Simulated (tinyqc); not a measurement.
One gate, two gates and a surrounding gate.

Below threshold the potential that source and drain add obeys Laplace's equation, vanishes on the gates and decays along the channel as exp(-k y). The same ts (depleted depth over a conducting body, body thickness or wire diameter), ti and permittivities in three geometries; k is the smallest positive root of: one gate, f(k) = eps_r sin(k ti) cos(k ts) + ei cos(k ti) sin(k ts); two gates, f(k) = ei cos(k ti) cos(k ts/2) - eps_r sin(k ti) sin(k ts/2); wire, f(k) = ei J0(u)[J1(u) Y0(v) - Y1(u) J0(v)] - eps_r J1(u)[J0(u) Y0(v) - Y0(u) J0(v)], u = k ts/2, v = u + k ti. Parabolic estimates of l: sqrt((eps_r/ei) ts ti); sqrt((eps_r/(2 ei)) ts ti (1 + ei ts/(4 eps_r ti))); sqrt([2 eps_r ts^2 ln(1 + 2 ti/ts) + ei ts^2]/(16 ei)), in the same order.

Inputs (values chosen for the exercise); permittivities: semiconductor close to that of silicon, insulator close to that of zirconium oxide:
- eps_r = 11.8 (relative permittivity of the semiconductor)
- ei = 24.4 (relative permittivity of the insulator)
- ti = 11 nm (insulator thickness)
- ts = 11.4 nm (body thickness)

Scale lengths (nm):

|  | Lambda = pi/k | l = 1/k | l(parabolic) |
|---|---|---|---|
| one gate over a conducting body | 22.26 | 7.086 | 7.787 |
| two gates | 28.15 | 8.960 | 6.824 |
| wire | 19.90 | 6.335 | 4.070 |

The wire has the shortest scale length, 0.707 times that of the double gate; the single gate over a conducting body has 0.791 times it, its layer ending directly on a conductor where the double gate has a second insulator. The parabolic estimates are 9.9 % above, 24 % below and 36 % below the exact l, in the order of the rows.

tinyqc, about 0.01 s, one thread, Intel Xeon 2.30GHz (shared host): `OMP_NUM_THREADS=1 python tinyqc.py 2420108 2420109 out.jsonl`
